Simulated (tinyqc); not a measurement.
# Worked calculation: MOS inversion layer, Poisson-Schroedinger loop

tinyqc, about 0.5 s, one thread, Intel Xeon 2.30GHz (shared host): `OMP_NUM_THREADS=1 python tinyqc.py 2160086 2160087 out.jsonl` Printed values are rounded.

Electrons confined at an insulator interface at z = 0, treated as a hard wall; parabolic valleys, Hartree approximation, no image or exchange terms. The depletion charge lies far deeper than the electrons and gives a uniform field q Nd/(eps0 eps_r); the gate balances all charge. Energies are counted from the band edge at the interface.

Values chosen for this exercise; masses and permittivity close to those of silicon (100): temperature T = 200 K; relative permittivity eps_r = 11.8; mass along z of valley set A (2 valley(s)) mz1 = 0.931 m0; in-plane density-of-states mass of set A md1 = 0.189 m0; mass along z of valley set B (4 valley(s)) mz2 = 0.189 m0; in-plane density-of-states mass of set B md2 = 0.423 m0; sheet density of electrons Ns = 4.1e12 cm^-2; sheet density of depletion charge Nd = 3e11 cm^-2; extra shift of set B (strain) dE = 0.11 eV; mesh step hz = 1 nm; mixing factor a = 0.3.

Constants: q = 1.602176634e-19 C, kB = 1.380649e-23 J/K, hbar = 1.054571817e-34 J s, m0 = 9.1093837015e-31 kg, Vt = kB T/q, eps0 = 8.8541878128e-14 F/cm where lengths are in cm, hbar^2/(2 m0) = 0.0380998212 eV nm^2. Results are converted to the units shown.

## Fixed part of the potential

| node | z (nm) |
|---|---|
| 1 | 1 |
| 2 | 2 |
| 3 | 3 |
| 4 | 4 |
| 5 | 5 |
| 6 | 6 |
| 7 | 7 |
| 8 | 8 |
| 9 | 9 |
| 10 | 10 |
| 11 | 11 |
| 12 | 12 |
| 13 | 13 |
| 14 | 14 |
| 15 | 15 |
| 16 | 16 |
| 17 | 17 |

V0 = q Nd z/(eps0 eps_r) in eV.

| node | fixed potential V0 (eV) |
|---|---|
| 1 | 0.0046005 |
| 2 | 0.0092009 |
| 3 | 0.0138014 |
| 4 | 0.0184018 |
| 5 | 0.0230023 |
| 6 | 0.0276027 |
| 7 | 0.0322032 |
| 8 | 0.0368037 |
| 9 | 0.0414041 |
| 10 | 0.0460046 |
| 11 | 0.0506050 |
| 12 | 0.0552055 |
| 13 | 0.0598059 |
| 14 | 0.0644064 |
| 15 | 0.0690068 |
| 16 | 0.0736073 |
| 17 | 0.0782078 |

## Round 1: levels and probability densities

| node | self-consistent potential U at the start (eV) |
|---|---|
| 1 | 0 |
| 2 | 0 |
| 3 | 0 |
| 4 | 0 |
| 5 | 0 |
| 6 | 0 |
| 7 | 0 |
| 8 | 0 |
| 9 | 0 |
| 10 | 0 |
| 11 | 0 |
| 12 | 0 |
| 13 | 0 |
| 14 | 0 |
| 15 | 0 |
| 16 | 0 |
| 17 | 0 |

Tridiagonal Hamiltonian with psi = 0 one step beyond both ends: H_ii = C (1/m_(i-1/2) + 1/m_(i+1/2))/hz^2 + V0_i + U_i (+ dE for the set B), H_(i,i+1) = -C/(m_(i+1/2) hz^2), C = hbar^2/(2 m0). The lowest 2 level(s) of each valley set are kept, normalised to hz sum |psi|^2 = 1. The mass is the same on all intervals.

levels (eV): A1 0.022084, A2 0.038326, B1 0.147813, B2 0.176843

| node | \|psi\|^2 of A1 (1/nm) | \|psi\|^2 of A2 (1/nm) | \|psi\|^2 of B1 (1/nm) | \|psi\|^2 of B2 (1/nm) |
|---|---|---|---|---|
| 1 | 0.102119 | 0.094261 | 0.022152 | 0.024124 |
| 2 | 0.252601 | 0.130335 | 0.074610 | 0.069001 |
| 3 | 0.278153 | 0.024990 | 0.128659 | 0.086984 |
| 4 | 0.198435 | 0.019486 | 0.161210 | 0.062289 |
| 5 | 0.104610 | 0.136386 | 0.164564 | 0.020808 |
| 6 | 0.043540 | 0.212270 | 0.144412 | 0.000057 |
| 7 | 0.014890 | 0.186125 | 0.112304 | 0.017061 |
| 8 | 0.004298 | 0.113952 | 0.078901 | 0.060683 |
| 9 | 0.001068 | 0.053431 | 0.050743 | 0.105856 |
| 10 | 0.000232 | 0.020199 | 0.030152 | 0.131995 |
| 11 | 0.000044 | 0.006361 | 0.016662 | 0.132286 |
| 12 | 0.000008 | 0.001708 | 0.008595 | 0.112100 |
| 13 | 0.000001 | 0.000397 | 0.004139 | 0.082132 |
| 14 | 0.000000 | 0.000081 | 0.001848 | 0.052146 |
| 15 | 0.000000 | 0.000015 | 0.000745 | 0.028010 |
| 16 | 0.000000 | 0.000002 | 0.000251 | 0.011700 |
| 17 | 0.000000 | 0.000000 | 0.000052 | 0.002767 |

## Round 1: Fermi level and occupations

Level k holds N_k = D_k Vt ln(1 + exp((EF - E_k)/Vt)) with D = 2 md1 m0 q/(pi hbar^2) for the set A, D = 4 md2 m0 q/(pi hbar^2) for the set B per eV (spin included); EF is fixed by sum N_k = Ns.

EF = 0.0312112 eV
N_k (cm^-2): A1 2.70120e12, A2 1.38216e12, B1 1.40349e10, B2 2.60548e9

## Round 1: density, output potential and mixing

n_i = sum_k N_k |psi_k|^2 (converted to cm^-3). Hartree part by Gauss: on the interval before node i the electrons still beyond are S_i = Ns - hz sum_(j<i) n_j, and U_i = U_(i-1) + q S_i hz/(eps0 eps_r) in eV, U_0 = 0 at the interface. Mixing: U(new) = U + a (U(out) - U).

| node | n (1e18 cm^-3) | U(out) (eV) | U after round 1 (eV) |
|---|---|---|---|
| 1 | 4.06503 | 0.062873 | 0.0188619 |
| 2 | 8.63699 | 0.119512 | 0.0358536 |
| 3 | 7.87919 | 0.162907 | 0.0488720 |
| 4 | 5.65372 | 0.194219 | 0.0582656 |
| 5 | 4.73442 | 0.216861 | 0.0650582 |
| 6 | 4.13026 | 0.232243 | 0.0696728 |
| 7 | 2.99097 | 0.241291 | 0.0723872 |
| 8 | 1.70375 | 0.245752 | 0.0737257 |
| 9 | 0.77723 | 0.247601 | 0.0742803 |
| 10 | 0.29311 | 0.248258 | 0.0744774 |
| 11 | 0.09491 | 0.248466 | 0.0745397 |
| 12 | 0.02794 | 0.248528 | 0.0745583 |
| 13 | 0.00825 | 0.248547 | 0.0745640 |
| 14 | 0.00274 | 0.248553 | 0.0745660 |
| 15 | 0.00104 | 0.248556 | 0.0745667 |
| 16 | 0.00037 | 0.248556 | 0.0745669 |
| 17 | 0.00008 | 0.248556 | 0.0745669 |

## Course of the self-consistent loop

Start from U = 0. Stop when the largest |U(out) - U| is below 1e-7 eV, or after 60 rounds. From round 2 on: Anderson mixing of depth m keeps the last m inputs V and residuals F = V(out) - V(in), fits c by least squares to F = dF c over their successive differences dF, dV, and sets V(new) = V + a F - (dV + a dF) c. Here m = 3.

Course of the iteration:

| round | level A1 (eV) | EF (eV) | largest \|U(out) - U\| (eV) |
|---|---|---|---|
| 1 | 0.0220844 | 0.0312112 | 0.249 |
| 2 | 0.0615257 | 0.0764140 | 0.0800 |
| 3 | 0.0878993 | 0.103977 | 0.0330 |
| 4 | 0.111092 | 0.127444 | 5.39e-3 |
| 5 | 0.114771 | 0.130686 | 1.26e-3 |
| 6 | 0.115097 | 0.131011 | 8.33e-4 |
| 7 | 0.115661 | 0.131559 | 1.01e-4 |
| 8 | 0.115724 | 0.131621 | 7.28e-5 |
| 9 | 0.115674 | 0.131574 | 2.77e-6 |
| 10 | 0.115676 | 0.131575 | 9.51e-7 |
| 11 | 0.115676 | 0.131576 | 4.33e-7 |
| 12 | 0.115676 | 0.131576 | 2.06e-7 |
| 13 | 0.115676 | 0.131576 | 5.78e-8 |

Converged in 13 rounds.

## Converged levels, occupations and centroid

| node | converged U (eV) |
|---|---|
| 1 | 0.062873 |
| 2 | 0.097044 |
| 3 | 0.112864 |
| 4 | 0.121186 |
| 5 | 0.125373 |
| 6 | 0.127172 |
| 7 | 0.127827 |
| 8 | 0.128036 |
| 9 | 0.128097 |
| 10 | 0.128115 |
| 11 | 0.128122 |
| 12 | 0.128125 |
| 13 | 0.128127 |
| 14 | 0.128127 |
| 15 | 0.128128 |
| 16 | 0.128128 |
| 17 | 0.128128 |

Solve for the levels with V0 + U, find EF, n_i = sum_k N_k |psi_k|^2 (in cm^-3); share of each level N_k/Ns; centroid sum n z/sum n.

levels (eV): A1 0.115676, A2 0.153490, B1 0.265396, B2 0.299095
EF = 0.131576 eV
shares (%): A1 83.4495, A2 16.4065, B1 0.1261, B2 0.0178

| node | n (1e19 cm^-3) |
|---|---|
| 1 | 1.87164 |
| 2 | 1.19675 |
| 3 | 0.48889 |
| 4 | 0.26973 |
| 5 | 0.15567 |
| 6 | 0.07455 |
| 7 | 0.02917 |
| 8 | 0.00960 |
| 9 | 0.00278 |
| 10 | 0.00077 |
| 11 | 0.00024 |
| 12 | 0.00010 |
| 13 | 0.00005 |
| 14 | 0.00003 |
| 15 | 0.00001 |
| 16 | 0.00001 |
| 17 | 0.00000 |

centroid = 2.03789 nm

An 800-node mesh to 29 nm with 8 levels a set gives A1 = 0.1168 eV, EF = 0.1322 eV and a centroid of 2.321 nm; the levels kept above hold 94.0 % of the electrons there. The coarse centroid is 12 % below the fine one.

## Closed-form estimates

Triangular well: E_k = a_k (C F^2/mz)^(1/3), a_1 = 2.338107, a_2 = 4.087949, C = hbar^2/(2 m0), F in eV/nm. Fang-Howard (all electrons in the lowest level of set A): b^3 = 6 (mz1/C) q (Nd + 11 Ns/32)/(eps0 eps_r), centroid 3/b, level C b^2/(4 mz1) + (3/b) q (Nd + 11 Ns/16)/(eps0 eps_r). Use F = q (Nd + Ns)/(eps0 eps_r), the surface field, and F = q (Nd + Ns/2)/(eps0 eps_r).

A1 with the surface field = 0.133540 eV
A1 with Nd + Ns/2 = 0.0879064 eV
A2 with Nd + Ns/2 = 0.153696 eV
b = 1.56638 1/nm
Fang-Howard centroid = 1.91524 nm
Fang-Howard level = 0.116699 eV

Against the self-consistent A1 = 0.1168 eV on a fine mesh, the surface-field estimate is 14 % above it, the half-charge one 25 % below it and Fang-Howard 0.080 % below it. A1 holds 82.2 % of the electrons, and the Fang-Howard centroid is 17 % below the full one.
